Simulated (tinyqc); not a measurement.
# Piezoresistors in the (001) plane of a cubic crystal, step by step

tinyqc, about 0.01 s, one thread, Intel Xeon 2.30GHz (shared host): `OMP_NUM_THREADS=1 python tinyqc.py 2530075 2530076 out.jsonl` Printed values are rounded.

Plane stress in crystal axes x = [100], y = [010]. First-order piezoresistance: d rho_xx/rho = p11 sxx + p12 syy, d rho_yy/rho = p12 sxx + p11 syy, d rho_xy/rho = p44 sxy; a resistor along d = (cos th, sin th) changes by dR/R = d.(d rho/rho).d. Changes of geometry and second-order terms are left out.

Parameters, values chosen for the exercise; coefficients close to those of lightly doped p-type silicon:
```
symbol,value,unit,meaning
p11,6.53,x 1e-11/Pa,piezoresistive coefficient
p12,-1.1,x 1e-11/Pa,piezoresistive coefficient
p44,142,x 1e-11/Pa,piezoresistive coefficient
th,45,deg,angle of the current from [100]
Sx,-176,MPa,stress sxx
Sy,-201,MPa,stress syy
St,41,MPa,shear stress sxy
Vb,5,V,bridge supply
E,170,GPa,Young's modulus along [110]
```

Range of the model: Above about 200 MPa second-order terms begin to count.

## Change of the resistivity tensor

As in the introduction.

d rho/rho (%):
```
	x	y
x	-0.92818	5.82200
y	5.82200	-1.11893
```

## Resistors at th and th + 90 degrees, and the bridge

dR/R = d.(d rho/rho).d. A full bridge with two resistors of each kind in opposite arms gives Vout = Vb (a - b)/(2 + a + b), a and b the two dR/R.

dR/R at th = 4.79845 %
dR/R at th + 90 = -6.84556 %
Vout = 294.110 mV

## Longitudinal and transverse coefficients

For uniaxial stress along or across the current: pL = p11 - (A/2) sin^2(2 th), pT = p12 + (A/2) sin^2(2 th), A = p11 - p12 - p44. Gauge factor along [110]: E (p11 + p12 + p44)/2.

A = -134.370 x 1e-11/Pa
pL = 73.7150 x 1e-11/Pa
pT = -68.2850 x 1e-11/Pa
gauge factor = 125.316
